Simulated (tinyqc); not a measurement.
Potential-pH (Pourbaix) lines of a metal, its cation, its oxide and an oxyanion, with a complexing ligand: one step, computed by the program tinyqc. Command: `OMP_NUM_THREADS=1 python tinyqc.py 3015571 3015572 out.jsonl pourb walk`. One thread of a shared host (Intel(R) Xeon(R) Processor @ 2.30GHz), about 0.02 s of CPU time with the checks.

Potentials are against the standard hydrogen electrode; solids and water have unit activity; dG_f of M, H+ and the electron is zero; F = e N_A and s = R T ln(10)/F. The cation carries z = 2.

Problem. A complexing ligand. M2+ + 2e = M; MO + 2H+ + 2e = M + H2O; MO2(2-) + 4H+ + 2e = M + 2H2O. For each, E0 = -dG/(z F), and E = E0 + (s/z) log10 a - (s n_H/z) pH, with no activity term for the oxide. The free ligand is c_L/(1 + 10^(pKa - pH)) (ligand in excess); dissolved metal is a in all, so the free cation is a/alpha, alpha = 1 + beta [L]; the cation line drops by (s/z) log10 alpha.

Inputs (values chosen for the exercise, modelled on iron):
```
quantity                                     value   unit
temperature T                               298.15      K
log10 of the dissolved activity a               -6      -
pH                                             1.9      -
log10 of the stability constant beta of ML     9.6      -
pKa of HL                                      8.3      -
total ligand c_L                              0.04  mol/L
```

Species: M, M2+, MO, MO2(2-).

E0 (V): cation -0.4008381, oxide -0.0830178, oxyanion 0.8835540

s = 0.05915935 V

Give: free ligand; log10 alpha; cation line with ligand; that line less the oxide line.

Solution.

free ligand = 1.5924e-08 mol/L

log10 alpha = 1.8089

cation line with ligand = -0.63182 V

that line less the oxide line = -0.43640 V
